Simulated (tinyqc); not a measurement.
Inside a calculation. Method: RKS/PBE0 in the sto-3g basis, for H4, spin multiplicity 1. One step of it, computed by the program tinyqc.

Task: Iteration 1: diagonalisation and new density. Diagonalise F' = X^T F X, C = X C', fill 2 alpha and 2 beta electrons from the bottom; D = 2 C_occ C_occ^T. Each column has its largest component positive (the first on a tie).

Kohn-Sham matrix F (hartree), lower triangle:
```
,1H 1s,2H 1s,3H 1s,4H 1s
1H 1s,-0.214046
2H 1s,-0.264862,-0.065225
3H 1s,-0.016850,-0.074845,-0.065225
4H 1s,0.000950,-0.016850,-0.264862,-0.214046
```

X, lower triangle:
```
,1H 1s,2H 1s,3H 1s,4H 1s
1H 1s,1.078312
2H 1s,-0.242218,1.089222
3H 1s,0.019319,-0.091883,1.089222
4H 1s,-0.004518,0.019319,-0.242218,1.078312
```

Give: F' = X^T F X; orbital energies; coefficients C; D after iteration 1.

Result:

F' = X^T F X (hartree), lower triangle:
```
,1,2,3,4
1,-0.114
2,-0.255,0.064
3,0.021,-0.088,0.064
4,-0.003,0.021,-0.255,-0.114
```

orbital energies (hartree): MO1 -0.309, MO2 -0.285, MO3 0.167, MO4 0.326

coefficients C:
```
,MO1,MO2,MO3,MO4
1H 1s,0.487,0.549,-0.603,-0.565
2H 1s,0.325,0.290,0.645,0.805
3H 1s,0.325,-0.290,0.645,-0.805
4H 1s,0.487,-0.549,-0.603,0.565
```

D after iteration 1, lower triangle:
```
,1H 1s,2H 1s,3H 1s,4H 1s
1H 1s,1.076
2H 1s,0.635,0.380
3H 1s,-0.001,0.044,0.380
4H 1s,-0.127,-0.001,0.635,1.076
```
